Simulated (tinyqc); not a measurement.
Metal gate on a two-layer dielectric stack with fixed charge and a dipole: two steps of the calculation.

Gate, layer 2, layer 1, p-type semiconductor; x runs from the gate inwards. Charges are counted in units of +q. psi is the band bending at the surface, positive towards inversion. Classical charge, Boltzmann statistics, no interface traps.

Values chosen for this exercise; band and dielectric values close to those of 4H silicon carbide, layer 1 close to silicon dioxide, layer 2 close to aluminium oxide: temperature T = 300 K; band gap Eg = 3.22 eV; relative permittivity eps_r = 9.73; conduction-band density of states at T Nc = 1.68e19 cm^-3; valence-band density of states at T Nv = 2.5e19 cm^-3; electron affinity chi = 3.57 eV; acceptor density Na = 1e16 cm^-3; work function of the gate metal pM = 4.2 eV; thickness of layer 1, next to the semiconductor t1 = 1.3 nm; relative permittivity of layer 1 e1 = 3.91; thickness of layer 2, next to the gate t2 = 4.5 nm; relative permittivity of layer 2 e2 = 9.25; fixed charge at the semiconductor interface Q1 = 3.5e11 cm^-2; fixed charge between the layers Q2 = -2.4e12 cm^-2; uniform charge density in layer 1 r1 = 0 cm^-3; uniform charge density in layer 2 r2 = 0 cm^-3; flat-band shift by a dipole layer between the layers Vd = 0 V.

Constants: q = 1.602176634e-19 C, kB = 1.380649e-23 J/K, Vt = kB T/q, eps0 = 8.8541878128e-14 F/cm where lengths are in cm. Results are converted to the units shown.

Problem 1. Flat-band voltage, term by term. EOT = 3.9 (t1/e1 + t2/e2), Cox = eps0/(t1/e1 + t2/e2); phi_ms = pM - (chi + Eg - Vt ln(Nv/Na)). Vfb = phi_ms + Vd - (q/eps0) [Q1 (t1/e1 + t2/e2) + Q2 t2/e2 + r1 (t1^2/(2 e1) + t1 t2/e2) + r2 t2^2/(2 e2)]: each charge counts with its electrical distance from the gate.

Give: terms; Vfb.

Solution 1.

terms (V): phi_ms -2.3877, dipole 0.0000, Q1 -0.0519, Q2 0.2113, r1 0.0000, r2 0.0000
Vfb = -2.2283 V

Apart from phi_ms the largest term is that of Q2, 211 mV; all charges and the dipole together move Vfb by 159 mV.

Problem 2. Threshold voltage. ni = sqrt(Nc Nv) exp(-Eg/(2 Vt)), Eg in volts, pB = Vt ln(Na/ni), Vth = Vfb + 2 pB + sqrt(4 q eps0 eps_r Na pB)/Cox.

Vfb = -2.2283275 V
Cox = 1.0811406 uF/cm^2

Wanted: ni; pB; depletion charge; Vth.

Solution 2.

ni = 1.840e-8 cm^-3
pB = 1.413 V
depletion charge = 0.08832 uC/cm^2
Vth = 0.6791 V

Program tinyqc, `OMP_NUM_THREADS=1 python tinyqc.py 2010091 2010092 out.jsonl`; Intel Xeon 2.30GHz, shared host, one thread, about 0.01 s.
